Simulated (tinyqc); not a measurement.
Inside a calculation. Model: capacitance measurement on a leaky thin oxide: effects of series resistance and leakage.

Computed by the program tinyqc: `OMP_NUM_THREADS=1 python tinyqc.py 2022094 2022095 out.jsonl`, one thread of a shared Intel Xeon 2.30GHz, about 0.01 s for the whole run. Printed values are rounded.

The device is a capacitance C in parallel with a leakage conductance G, in series with Rs and Ls. An impedance meter reports either a parallel pair (Cp, Gp) from Y = 1/Z = Gp + i w Cp or a series pair (Cs, Rm) from Z = Rm + 1/(i w Cs); w = 2 pi f, dissipation D = Gp/(w |Cp|).

Inputs (values chosen for the exercise); values of the order met in thin-oxide MOS capacitors: relative permittivity of the gate insulator (close to aluminium oxide) eox = 8.74; insulator thickness tox = 5.4 nm; gate area A = 400 um^2; oxide-equivalent thickness added by the accumulation layer zc = 0.38 nm; oxide-equivalent thickness added by gate depletion zp = 0.33 nm; gate leakage current density, not matched to the thickness Jg = 0.13 A/cm^2; voltage for an e-fold rise of the leakage Vs = 0.43 V; series resistance Rs = 52 ohm; series inductance Ls = 0 nH; measuring frequency f = 1e6 Hz.

Constants: eps0 = 8.8541878128e-14 F/cm where lengths are in cm. Results are converted to the units shown.

## True capacitance and conductance

EOT = 3.9 tox/eox; CET = EOT + zc + zp; C = 3.9 eps0 A/CET; G = Jg A/Vs.

EOT = 2.40961 nm
CET = 3.11961 nm
C = 4.42765 pF
G = 1.20930 uS

## What the meter reports

Z = Rs + i w Ls + 1/(G + i w C).

Z = (0.16116-3.58779i) x 1e4 ohm
Cp = 4.42708 pF
Gp = 1.24946 uS
Cs = 4.43601 pF
D = 0.0449186

Cp is 0.013 % below C and Cs is 0.19 % above it; G Rs = 6.29e-5, w C Rs = 0.00145 and G/(w C) = 0.0435.
